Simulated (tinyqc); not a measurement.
# Long-channel MOSFET, surface-potential model: effect of the temperature

n-channel transistor on a uniformly doped p-type body, gradual-channel approximation, constant mobility, Boltzmann statistics, full ionisation. Potentials are counted from the neutral body; V is the electron quasi-Fermi potential, Vsb at the source and Vsb + Vds at the drain. Charges are magnitudes per area.

Nc and Nv are given at 300 K and scale as (T/300 K)^1.5; Eg, Vfb and mu are held fixed. ni = sqrt(Nc Nv) exp(-Eg/(2 Vt)), Eg in volts; phiF = Vt ln(Na/ni); Cox = eps0 eox/tox; gamma = sqrt(2 q eps0 eps_r Na)/Cox. The surface potential psi at channel potential V solves Vgs + Vsb - Vfb - psi = gamma sqrt(G), G = psi - Vt + Vt exp((psi - 2 phiF - V)/Vt). Charge sheet: Qi = Cox gamma [sqrt(G) - sqrt(psi - Vt)]; I = mu (W/L) [integral of Qi dpsi from psi_0 to psi_L (drift) + Vt (Qi0 - QiL) (diffusion)], with psi_0 at V = Vsb and psi_L at V = Vsb + Vds. VT = Vfb + 2 phiF + gamma sqrt(2 phiF + Vsb), m = 1 + gamma/(2 sqrt(2 phiF + Vsb)). The swing is 20 mV/log10[I(VT - 0.14 V)/I(VT - 0.16 V)] of the charge-sheet current at the given Vds.

Inputs (values chosen for the exercise); material values close to those of gallium nitride: band gap Eg = 3.43 eV; relative permittivity of the semiconductor eps_r = 9.43; conduction-band density of states at the reference temperature Nc = 2.33e18 cm^-3; valence-band density of states at the reference temperature Nv = 4.65e19 cm^-3; acceptor density of the body Na = 1.1e18 cm^-3; relative permittivity of the gate insulator eox = 3.94; insulator thickness tox = 7.2 nm; flat-band voltage Vfb = -1.53 V; channel mobility mu = 260 cm^2/(V s); gate width W = 2 um; gate length L = 10 um; source-body reverse bias Vsb = 0.5 V; gate-source voltage Vgs = 4.99 V; drain-source voltage Vds = 1.2 V.

Constants: q = 1.602176634e-19 C, kB = 1.380649e-23 J/K, Vt = kB T/q, eps0 = 8.8541878128e-14 F/cm where lengths are in cm. Results are converted to the units shown.

The same in every row: gamma (V^0.5) = 1.120.

Effect of the temperature:
```
T (K)	VT (V)	m	swing (mV/decade)	I at Vgs, Vds (uA)
220	4.033	1.285	56.47	7.296
250	4.010	1.286	64.25	7.504
280	3.987	1.286	72.07	7.741
310	3.962	1.287	79.92	8.003
340	3.936	1.288	87.83	8.291
370	3.910	1.288	95.78	8.602
400	3.882	1.289	103.8	8.936
430	3.854	1.290	111.8	9.293
```

As T goes from 220 to 430 K, VT falls from 4.03 to 3.85 V, the swing rises from 56.5 to 112 mV a decade and the current rises from 7.30 to 9.29 uA. The swing is 0.67 % above m Vt ln 10 in the first row and 1.6 % above it in the last. In every row the surface electron density at the source passes 0.3 Nc, where degeneracy and quantisation, left out here, matter. In every row acceptors of such wide-gap materials are deep, so full ionisation is an idealisation. In every row the mobility is held fixed, though a real channel mobility changes with T and would alter the trend of the current.

Computed by the program tinyqc: `OMP_NUM_THREADS=1 python tinyqc.py 2360079 2360080 out.jsonl`, one thread of a shared Intel Xeon 2.30GHz, about 0.03 s for the whole run.
